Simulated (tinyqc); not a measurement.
Sharing a fixed EOT between the layers.

Without charge in the stack, a voltage of 0.6 V over an EOT of 1.4 nm gives F1 = (V/EOT)(3.9/e1) and F2 = F1 e1/e2; t2 = e2 (EOT/3.9 - t1/e1).

Inputs (values chosen for the exercise):
- e1 = 3.84 (relative permittivity of layer 1)
- e2 = 22.8 (relative permittivity of layer 2)

Result of one run:
```
t2 (nm)  physical thickness (nm)  drop over layer 1 (V)  drop over layer 2 (V)
2.247                      3.247                 0.4353                 0.1647
```

Which thickness of layer 1, next to the semiconductor t1 gave this result: 0, 0.33, 1 or 1.17 nm?

t1 = 1 nm.

The whole series:
```
t1 (nm)  t2 (nm)  physical thickness (nm)  drop over layer 1 (V)  drop over layer 2 (V)
0          8.185                    8.185                      0                 0.6000
0.17       7.175                    7.345                0.07400                 0.5260
0.33       6.225                    6.555                 0.1436                 0.4564
0.5        5.216                    5.716                 0.2176                 0.3824
0.67       4.206                    4.876                 0.2916                 0.3084
0.84       3.197                    4.037                 0.3656                 0.2344
1          2.247                    3.247                 0.4353                 0.1647
1.17       1.238                    2.408                 0.5093                0.09074
```

Each 0.1 nm of layer 1 costs 0.594 nm of layer 2, so the physical thickness falls from 8.18 to 2.41 nm. The fields do not change, 4.35 MV/cm in layer 1 and 0.733 MV/cm in layer 2, and layer 1 takes half of the voltage at t1 = 0.689 nm.

Computed by the program tinyqc: `OMP_NUM_THREADS=1 python tinyqc.py 2010030 2010031 out.jsonl`, one thread of a shared Intel Xeon 2.30GHz, about 0.01 s for the whole run.
